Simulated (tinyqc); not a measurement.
Field emission through a triangular barrier, exact transmission by Airy functions: two steps of the calculation.

The left lead has its band edge at 0; for x > 0 the edge falls without end, U(x) = U0 - F x, with mass m1. No transverse momentum; C = hbar^2/(2 m0); psi and psi'/m are continuous at x = 0. The outgoing solution is Bi(z) + i Ai(z).

Inputs (values chosen for the exercise); masses and offsets close to those of silicon wells and oxide barriers:
- mL = 0.26 m0 (mass in the left lead)
- U0 = 3.1 eV (barrier edge at x = 0)
- m1 = 0.49 m0 (mass in the barrier)
- E = 1.409 eV (electron energy)
- F = 1.2 V/nm (field in the barrier)

Constants: q = 1.602176634e-19 C, hbar = 1.054571817e-34 J s, m0 = 9.1093837015e-31 kg, hbar^2/(2 m0) = 0.0380998212 eV nm^2. Results are converted to the units shown.

Task 1. Scaled variables. Energy scale e = (C F^2/m1)^(1/3), z(x) = (U(x) - E)/e, s = (dz/dx)/m1 = -F/(e m1); v = k/m in a lead. vL = sqrt(mL E/C)/mL.

Give: e; z(0); s; vL; turning point (U0 - E)/F.

Result 1.

e = 0.48198 eV
z(0) = 3.5084
s = -5.0811 1/nm
vL = 11.926 1/nm
turning point (U0 - E)/F = 1.4092 nm

Task 2. Transmission, exact and WKB. With the Airy functions at z = z(0): g = s (Bi' + i Ai')/(Bi + i Ai), r = (i vL - g)/(i vL + g), T(E) = 1 - |r|^2 = 4 vL Im(g)/|i vL + g|^2, vL = sqrt(mL E/C)/mL. Im(g) = -s/(pi (Ai^2 + Bi^2)) by the Wronskian. WKB: exp(-S), S = (4/(3 F)) sqrt(m1/C) [max(U0 - E, 0)^1.5].

Airy functions: Ai 0.0025421913, Ai' -0.0049286258, Bi 33.558887, Bi' 60.149167
s = -5.0810724 1/nm
vL = 11.926345 1/nm

Give: Re g; Im g; T(E); exp(-S).

Result 2.

Re g = -9.107 1/nm
Im g = 0.001436 1/nm
T(E) = 3.042e-4
exp(-S) = 1.566e-4

Range of the model: Masses are held fixed, although real bands cease to be parabolic a few tenths of an eV from their edges. The field of 12.0 MV/cm is more than most dielectrics sustain; the model ignores breakdown.

tinyqc, about 0.01 s, one thread, Intel Xeon 2.30GHz (shared host): `OMP_NUM_THREADS=1 python tinyqc.py 2580106 2580107 out.jsonl`
